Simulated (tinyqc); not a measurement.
Two mixing rules: virtual-crystal alloy in the empirical-pseudopotential method.

Empirical pseudopotential on the fcc lattice, atoms at +/- tau, tau = a (1,1,1)/8, no spin-orbit coupling. H(G,G') = c (2 pi/a)^2 |k + G|^2 delta + VS(q) cos(q.tau) + i VA(q) sin(q.tau), q = G - G', c = hbar^2/2m0; k and G in units of 2 pi/a; VS at |q|^2 = 3, 8, 11 and VA at 3, 4, 11, in rydberg, zero elsewhere. At each k the basis holds all G with |k + G|^2 up to 16; energies are counted from the fourth level at Gamma.

Virtual crystal A(1-x)B(x): a = (1 - x) a_A + x a_B. Rule linear: V = (1 - x) V_A + x V_B. Rule volume: V = [(1 - x) a_A^3 V_A + x a_B^3 V_B]/a^3, since a form factor is an atomic potential divided by the cell volume.

Constants: hbar^2/2m0 = 3.80998211 eV angstrom^2; Ry = 13.60569312 eV.

Inputs chosen for the exercise (classic local form factors of the size used for GaAs (A) and InAs (B), which place X and L only to a few tenths of an eV; shifted at random, so the results belong to these values and not to a real crystal): a = (5.634, 6.037) angstrom (lattice constants of A, B); VSA = (-0.226, 0.011, 0.06) Ry (symmetric form factors of A); VAA = (0.071, 0.049, 0.009) Ry (antisymmetric form factors of A); VSB = (-0.217, 0, 0.049) Ry (symmetric form factors of B); VAB = (0.081, 0.051, 0.03) Ry (antisymmetric form factors of B).

Gaps from the valence top to the fifth band at Gamma, at L = (1/2,1/2,1/2) and at the lowest of k = (f,0,0), f = 0.70, 0.75, ..., 1.00. Both rules agree at the ends.

Gaps (eV):

| x | Gamma, linear | Delta/X, linear | L, linear | Gamma, volume | Delta/X, volume | L, volume |
|---|---|---|---|---|---|---|
| 0.25 | 1.208 | 1.731 | 1.579 | 1.159 | 1.732 | 1.565 |
| 0.50 | 0.929 | 1.818 | 1.542 | 0.867 | 1.818 | 1.524 |
| 0.75 | 0.660 | 1.896 | 1.503 | 0.617 | 1.896 | 1.490 |

What can be read from this table?

At x = 0.5 the volume rule moves Gamma by -62 meV, Delta/X by 0 meV and L by -18 meV, that is the bowing by -4 times these; the lattice constants differ by 7.2 %, and the rules would coincide for equal ones.

(tinyqc, `OMP_NUM_THREADS=1 python tinyqc.py 1081233 1081234 out.jsonl`, Intel(R) Xeon(R) Processor @ 2.30GHz, 1 thread, shared host, about 0.2 s.)
